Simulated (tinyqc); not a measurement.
## Conduction-band offset of an n-N heterojunction from carrier-profile moments: effect of the doping of the wide-gap layer

Layer 1 (x < 0) accumulates electrons and layer 2 (x > 0) is depleted. Boltzmann statistics. The bands bend down by V1 in layer 1 and up by V2 in layer 2, with V1 + V2 = VD = dE + Vt ln[(N2/Nc2)/(N1/Nc1)].

Sheet densities from the first integral: Q1 = sqrt((2 eps0 eps_r Vt N1/q)(exp(u1) - u1 - 1)) extra electrons, Q2 = sqrt((2 eps0 eps_r Vt N2/q)(exp(-u2) + u2 - 1)) missing ones, u = V/Vt; neutrality Q1 = Q2 + si.

Parameters, values chosen for the exercise; values of the order of III-V alloys: temperature T = 300 K; relative permittivity of both layers eps_r = 12.6; density of states of the narrow-gap layer 1 Nc1 = 7.5e17 cm^-3; density of states of the wide-gap layer 2 Nc2 = 1.1e18 cm^-3; conduction-band offset dE = 0.18 eV; donor density in layer 1 N1 = 3.1e16 cm^-3; fixed charge at the interface si = 4.2e10 cm^-2.

Constants: q = 1.602176634e-19 C, kB = 1.380649e-23 J/K, Vt = kB T/q, eps0 = 8.8541878128e-14 F/cm where lengths are in cm. Results are converted to the units shown.

Result of one run:
```
N2 (cm^-3)  VD (V)   V1 (V)  Q1 (cm^-2)  n(0-)/Nc1
1.6e16      0.1530  0.04435    1.781e11     0.2298
```

What becomes of these results when the donor density in layer 2 N2 is changed from 1.6e16 to 9.3e15 cm^-3, all else the same?

Result of the changed run:
```
N2 (cm^-3)  VD (V)   V1 (V)  Q1 (cm^-2)  n(0-)/Nc1
9.3e15      0.1390  0.03732    1.414e11     0.1751
```

The whole series:
```
N2 (cm^-3)  VD (V)   V1 (V)  Q1 (cm^-2)  n(0-)/Nc1
3e15        0.1097  0.02632    9.147e10     0.1144
5.3e15      0.1244  0.03126    1.129e11     0.1385
9.3e15      0.1390  0.03732    1.414e11     0.1751
1.6e16      0.1530  0.04435    1.781e11     0.2298
2.9e16      0.1684  0.05340    2.320e11     0.3261
5e16        0.1825  0.06287    2.978e11     0.4703
8.8e16      0.1971  0.07376    3.880e11     0.7168
1.5e17      0.2109  0.08488    4.998e11      1.102
```

Q1 rises from 9.15e10 to 5.00e11 cm^-2, as N2^(0.43) over the table, while VD grows by Vt ln 10 a decade and the share V1/VD rises from 0.240 to 0.403. For N2 = 8.8e16, 1.5e17 n(0-) nears or passes Nc1, where degeneracy and quantisation lower Q1.

Numbers from tinyqc (`OMP_NUM_THREADS=1 python tinyqc.py 2410012 2410013 out.jsonl`; about 0.06 s on one thread of a shared Intel Xeon 2.30GHz).
